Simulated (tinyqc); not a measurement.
Resonant-tunnelling diode, transfer matrices and Tsu-Esaki current: two steps of the calculation.

Emitter (band edge 0), barrier d1, well Lw, barrier d2, collector (edge -V). The bias drops linearly over these layers and none in the contacts; each layer is cut into ns equal slices, flat at the value of their centres. E is the energy of motion across the layers, C = hbar^2/(2 m0), psi and psi'/m are continuous. Transport is coherent, T(E) is taken as independent of the transverse momentum, and charge in the well is ignored.

Parameters, values chosen for the exercise; masses and offsets of a made-up heterostructure: temperature T = 77 K; mass in the well, spacer and contacts mw = 0.28 m0; Fermi energy of both contacts above their band edges Ef = 0.17 eV; bias of the collector V = 0.13 V.

Constants: q = 1.602176634e-19 C, kB = 1.380649e-23 J/K, hbar = 1.054571817e-34 J s, m0 = 9.1093837015e-31 kg, Vt = kB T/q. Results are converted to the units shown.

Question 1. Breit-Wigner parameters from a parabola through 1/T(E). Near a resonance 1/T(E) = (1/Tp) [1 + (2 (E - Er)/G)^2]. With y = 1/T(E) at E0 - h, E0, E0 + h: a = (y1 + y3 - 2 y2)/(2 h^2), b = (y3 - y1)/(2 h), Er = E0 - b/(2 a), 1/Tp = y2 - b^2/(4 a), G = 2 sqrt(1/(Tp a)), tau = hbar/G.

three energies (eV): [0.167046, 0.167216, 0.167386]
T(E) at these energies: [0.62533294, 0.93220534, 0.59133401]

Find: Er; Tp; G; tau.

Answer 1.

Er = 0.1672 eV
Tp = 0.9330
G = 0.4653 meV
tau = 1415 fs

The true maximum of T(E) lies at 0.16721 eV with height 0.9331 and full width 0.4652 meV; the fitted G is 0.015 % above that width.

Question 2. Current from the resonance alone. J = J0 times the integral over E > 0 of T(E) N(E), N = ln[(1 + exp((Ef - E)/Vt))/(1 + exp((Ef - V - E)/Vt))], J0 = q^2 mw m0 kB T/(2 pi^2 hbar^3) (times 1e-4 for A/cm^2 per eV). For a sharp resonance J = J0 (pi G/2) Tp N(Er), with Er the peak energy, Tp the peak transmission and G the full width at half maximum (in eV). The three values given are estimates from a parabola through three points of 1/T(E).

Er = 0.16720917 eV
Tp = 0.93300817
G = 0.46525209 meV

Find: J0; N(Er); J.

Answer 2.

J0 = 3.0067e7 A/(cm^2 eV)
N(Er) = 0.92540
J = 18.972 kA/cm^2

The full integral over T(E) gives 19.15 kA/cm^2; the value above is 0.92 % below it.

Computed by the program tinyqc: `OMP_NUM_THREADS=1 python tinyqc.py 2600043 2600044 out.jsonl`, one thread of a shared Intel Xeon 2.30GHz, about 0.1 s for the whole run.
